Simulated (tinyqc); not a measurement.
Worked calculation: Franz-Keldysh effect at a direct gap. Values are carried at full precision from step to step, so a last printed digit may differ when a step is redone from the rounded ones.

Parabolic bands, vertical transitions, no excitons. For each hole band j: mr = me mj/(me + mj); joint density of states J_j(E) = (mr/c)^(3/2) sqrt(E - Eg)/(2 pi^2), both spins, c = hbar^2/2m0; averaged matrix element |e.p|^2 = m0 Ep/6; alpha_j(E) = 4 pi^2 alpha_f c Ep J_j/(3 nr E) in 1/angstrom (alpha_f the fine-structure constant, listed as alpha among the constants), times 1e8 for 1/cm.

In a field Fd (1 kV/cm = 1e-5 V/angstrom) the electro-optic energy of band j is th = (c (e Fd)^2/mr)^(1/3), and sqrt(E - Eg) in J_j is replaced by pi sqrt(th) [Ai'(b)^2 - b Ai(b)^2] with b = (Eg - E)/th; Ai is the Airy function.

Constants: hbar^2/2m0 = 3.80998211 eV angstrom^2; fine-structure constant alpha = 0.007297352564.

Values chosen for the exercise (near those of GaAs; shifted at random, so the results belong to these values and not to a real crystal): Eg = 1.438 eV (direct gap); me = 0.0682 m0 (electron mass); mhh = 0.488 m0 (heavy-hole mass); mlh = 0.0786 m0 (light-hole mass); Ep = 26.1 eV (Kane energy); nr = 3.6 (refractive index); Fd = 55 kV/cm (uniform field); E = 1.384 eV (photon energy); L = 29 micrometre (length of a waveguide).

## Electro-optic energy and length

For each hole band give mr, th and the length th/(e Fd).

Scales:

| hole | mr (m0) | th (meV) | length (angstrom) |
|---|---|---|---|
| heavy | 0.05984 | 26.806 | 48.7 |
| light | 0.03652 | 31.603 | 57.5 |

The light-hole pair has th larger by a factor 1.179, the cube root of the ratio of reduced masses.

## Airy factors at E

Ai is the Airy function, th the electro-optic energy of each hole band from the table (its other columns are not needed here), b = (Eg - E)/th with th in eV; the factor takes the place of sqrt(E - Eg) in the joint density of states.

Form b, Ai(b), Ai'(b) and the factor pi sqrt(th) [Ai'^2 - b Ai^2] for each band, beside sqrt(E - Eg) (zero below the gap).

Factors:

| hole | b | Ai(b) | Ai'(b) | factor (eV^(1/2)) | without field |
|---|---|---|---|---|---|
| heavy | 2.0145 | 0.03416 | -0.05208 | 0.0001861 | 0.0000 |
| light | 1.7087 | 0.05365 | -0.07657 | 0.0005275 | 0.0000 |

## Absorption with and without the field

Put the factors in place of sqrt(E - Eg) in alpha_j and add the bands; a waveguide of length L changes its transmission by 4.343 (alpha(F) - alpha(0)) L dB.

alpha_j in the field (1/cm): heavy 3.56, light 4.81

alpha(F) = 8.36 1/cm
alpha(0) = 0 1/cm
change of loss = 0.105 dB

Below the gap the field opens a tail where this model has no absorption; excitons and band tails absorb within some 10 to 20 meV of a real edge. Excitons, which add a sharp peak at low field, are left out.

## Checks

- Airy factor at b = -40 against the zero-field limit sqrt(-b): 6.33 against 6.32.

Computed by tinyqc, a small Python program: `OMP_NUM_THREADS=1 python tinyqc.py 1651749 1651750 out.jsonl` (the numbers bound the seed that draws the inputs); one thread of a shared host (Intel(R) Xeon(R) Processor @ 2.30GHz), about 0.01 s for the whole set of steps.
